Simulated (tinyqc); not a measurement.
Single-domain magnet: Stoner-Wohlfarth switching, Neel-Arrhenius retention, LLG dynamics and spin torque: one step, computed by the program tinyqc. Command: `OMP_NUM_THREADS=1 python tinyqc.py 3002224 3002225 out.jsonl macro walk`. One thread of a shared host (Intel(R) Xeon(R) Processor @ 2.30GHz), about 0.03 s of CPU time with the checks.

The moment is uniform, with unit vector m; z is the easy axis. mu_0 = 1.25663706212e-6 T m/A, gamma = 1.76085963023e11 rad/(s T).

Question. One LLG step. In the time s = gamma mu_0 H_K t: (1 + alpha^2) dm/ds = -m x b - alpha m x (m x b) + a [m x (m x z) - alpha m x z], b = m_z z, a = alpha I/I_c0; Heun steps (Euler predictor, mean of the two slopes) without renormalising; start m = (sin theta_0, 0, cos theta_0), theta_0 = 1/sqrt(2 Delta).

Inputs (values chosen for the exercise, for a model magnet):
```
quantity                        value  unit
temperature T                     358     K
damping alpha                   0.013     -
drive I/I_c0                      2.9     -
time step times gamma mu_0 H_K    0.1     -
```

Shape: prolate spheroid, easy axis along it.

stability factor Delta = 302.0398

Give: m at the start; first slope; predictor; second slope; m after the step.

Answer.

m at the start: 0.04068  0.00000  0.99917

first slope: 0.001004  0.040655  -0.000041

predictor: 0.04078  0.00407  0.99917

second slope: -0.003057  0.040855  -0.000041

m after the step: 0.04057  0.00408  0.99917
